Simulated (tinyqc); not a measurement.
# Worked calculation: punch-through p+-n junction, ionisation integral and breakdown

tinyqc, about 0.1 s, one thread, Intel Xeon 2.30GHz (shared host): `OMP_NUM_THREADS=1 python tinyqc.py 2120107 2120108 out.jsonl` Printed values are rounded.

A p+ layer at x < 0 and an n drift layer from x = 0 to L on an n+ substrate. Depletion approximation, built-in voltage neglected. Local ionisation coefficients alpha_n = an exp(-(bn/E)^mx), alpha_p = ap exp(-(bp/E)^mx). Electrons move towards +x, holes towards x = 0.

Parameters, values chosen for the exercise; material values close to those of gallium arsenide: relative permittivity eps_r = 12.9; prefactor of the electron ionisation coefficient an = 3.02e5 1/cm; field constant for electrons bn = 6.77e5 V/cm; prefactor of the hole ionisation coefficient ap = 2.06e5 1/cm; field constant for holes bp = 6.7e5 V/cm; exponent mx = 1.6; donor density of the drift layer N = 1.1e15 cm^-3; thickness of the drift layer L = 5.7 um; reverse voltage V = 94.1 V; share of the depleted width that the grid covers fr = 1.

Constants: q = 1.602176634e-19 C, eps0 = 8.8541878128e-14 F/cm where lengths are in cm. Results are converted to the units shown.

## Field and ionisation coefficients on a grid

W = sqrt(2 eps0 eps_r V/(q N)), peak field E0 = q N W/(eps0 eps_r), falling linearly to 0 at W; if W > L the layer is punched through: W = L, E0 = V/L + q N L/(2 eps0 eps_r), falling linearly to E1 = V/L - q N L/(2 eps0 eps_r). Grid: 11 equal steps from 0 to fr W.

W = 5.7 um

```
point    x (um)  E (kV/cm)  alpha_n (1/cm)  alpha_p (1/cm)
0      0.000000   209.0631        430.2250        326.9624
1      0.518182   201.0676        282.1313        215.9114
2      1.036364   193.0720        176.6991        136.2731
3      1.554545   185.0765        104.9300        81.62215
4      2.072727   177.0810        58.56510        45.99644
5      2.590909   169.0855        30.39521        24.13170
6      3.109091   161.0900        14.47686        11.63510
7      3.627273   153.0944        6.224828        5.073037
8      4.145455   145.0989        2.367065        1.960091
9      4.663636   137.1034       0.7754030       0.6540139
10     5.181818   129.1079       0.2115333       0.1822813
11     5.700000   121.1123      0.04597419      0.04062653
```

## Ionisation integrals by the trapezoid rule

G(x) = integral from 0 to x of (alpha_n - alpha_p); I_n = integral of alpha_n exp(-G) (electrons injected at x = 0), I_p = integral of alpha_p exp(G(end) - G) (holes injected at the far edge); M = 1/(1 - I). All integrals by the trapezoid rule on the grid.

```
point           G  alpha_n exp(-G) (1/cm)
0      0.00000000                430.2250
1      0.00439114                280.8951
2      0.00715424                175.4395
3      0.00880552                104.0101
4      0.00973505                 57.9977
5      0.01022297                 30.0861
6      0.01045888                 14.3262
7      0.01056235                  6.1594
8      0.01060274                  2.3421
9      0.01061643                  0.7672
10     0.01062033                  0.2093
11     0.01062123                  0.0455
```

I_n = 0.04598180
I_p = 0.03579134
M_n = 1.048198
M_p = 1.037120

A grid of 1500 steps over the whole width gives I_n = 0.04523 and I_p = 0.03522; the coarse I_n is 1.7 % above and the coarse I_p 1.6 % above those values. Electrons multiply more: on this coarse grid M - 1 is 1.30 times as large for them.

## Breakdown voltage by secant steps

G(x) = integral from 0 to x of (alpha_n - alpha_p); I_n = integral of alpha_n exp(-G) (electrons injected at x = 0), I_p = integral of alpha_p exp(G(end) - G) (holes injected at the far edge); M = 1/(1 - I). Secant steps on ln I_n(V) = 0 with the integrals on a fine grid (1500 steps), from the points V = 108 and 130 V; stop when the step is below 1e-7 of V.

Course of the iteration:
```
step     V (V)        I_n  change of V (V)
1          130  0.7080430             5.23
2     135.2348  0.9153124             1.80
3     137.0389  0.9930007            0.156
4     137.1945  0.9998357          3.73e-3
5     137.1982  0.9999997          7.22e-6
```

Breakdown at 137.20 V, with a peak field of 284.7 kV/cm and W = 5.700 um. The integral for holes reaches 1 at the same voltage.
